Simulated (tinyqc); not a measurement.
## Partial widths from the peak

Question. A Breit-Wigner resonance has total width G = GL + GR and peak transmission Tp = 4 GL GR/G^2. GL is known to be the larger. Find GL, GR and the lifetime hbar/G.

Constants: q = 1.602176634e-19 C, hbar = 1.054571817e-34 J s. Results are converted to the units shown.

G = 5.7877435 meV
Tp = 0.92885435

Answer. GL and GR have the sum G and the product Tp G^2/4, so they are (G/2)(1 +/- sqrt(1 - Tp)).

GL = 3.666 meV
GR = 2.122 meV
lifetime = 113.7 fs

tinyqc, about 0.04 s, one thread, Intel Xeon 2.30GHz (shared host): `OMP_NUM_THREADS=1 python tinyqc.py 2600017 2600018 out.jsonl`
